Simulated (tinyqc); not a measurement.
One point for the whole zone: special k points of the simple cubic lattice.

Lattice vectors in units of a: a1 = (1, 0, 0), a2 = (0, 1, 0), a3 = (0, 0, 1); reciprocal vectors b_i with a_i . b_j = 2 pi delta_ij. Mesh: k = sum_i f_i b_i with f_i = (2 j_i + shift)/(2 N), j_i = 0 .. N-1. The point group of the lattice has 48 operations; only those that map the mesh onto itself are used.

A_m(k) = sum over the m-th star of lattice vectors R of cos(k . R), stars in order of length: m = 1: |R|^2 = 1, 6 vectors, such as (1, 0, 0) in the basis a_i; m = 2: |R|^2 = 2, 12 vectors, such as (1, 1, 0) in the basis a_i; m = 3: |R|^2 = 3, 8 vectors, such as (1, 1, 1) in the basis a_i; m = 4: |R|^2 = 4, 6 vectors, such as (2, 0, 0) in the basis a_i; m = 5: |R|^2 = 5, 24 vectors, such as (2, 1, 0) in the basis a_i; m = 6: |R|^2 = 6, 24 vectors, such as (2, 1, 1) in the basis a_i. The zone mean of every A_m is zero.

Test function, the lower band of a two-band insulator: E(k) = -sqrt(D^2 + (e0 - t A_1(k))^2).
Values chosen for the exercise: D = 2.45 eV (half gap term); t = 0.39 eV (coupling); e0 = 0.59 eV (offset).

The mean-value (Baldereschi) point is taken at k = (2 pi/a) (0.25, 0.25, 0.25), that is f = (0.25, 0.25, 0.25); the reference is the mesh with N = 24.

Single points:

| point | A_1 | A_2 | A_3 | A_4 | E (eV) |
|---|---|---|---|---|---|
| Gamma | 6.000 | 12.000 | 8.000 | 6.000 | -3.0108 |
| mean-value point | 0.000 | 0.000 | 0.000 | -6.000 | -2.5200 |
| zone-face centre b1/2 | 2.000 | -4.000 | -8.000 | 6.000 | -2.4574 |

reference mean = -2.6812 eV

The mean-value point makes A_1, A_2 and A_3 vanish. Its error is +161 meV, against -330 meV at Gamma and +224 meV at b1/2. E is not linear in A_1; its powers hold sums of nearest vectors and a non-zero mean, so this point is not exact.

Computed by tinyqc, a small Python program: `OMP_NUM_THREADS=1 python tinyqc.py 1652578 1652579 out.jsonl` (the numbers bound the seed that draws the inputs); one thread of a shared host (Intel(R) Xeon(R) Processor @ 2.30GHz), about 0.2 s for the whole set of steps.
